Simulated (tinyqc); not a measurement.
Length offset and series resistance from crossing lines.

Question. R_total = Rs + k (L - dL)/Vo with constant Rs, dL and k. Find k, dL and Rs.

R_total at (L, Vo) = (60, 0.3), (180, 0.3), (60, 0.96) and (180, 0.96), L in nm and Vo in V (ohm um): [863.2, 2143.2000, 476, 876]

Answer. At each overdrive R is a straight line in L with slope k/Vo; the two lines cross at L = dL, R = Rs.

k = 3.20 ohm um V/nm
dL = 7.20 nm
Rs = 300 ohm um

Computed by the program tinyqc: `OMP_NUM_THREADS=1 python tinyqc.py 2282011 2282012 out.jsonl`, one thread of a shared Intel Xeon 2.30GHz, about 0.03 s for the whole run.
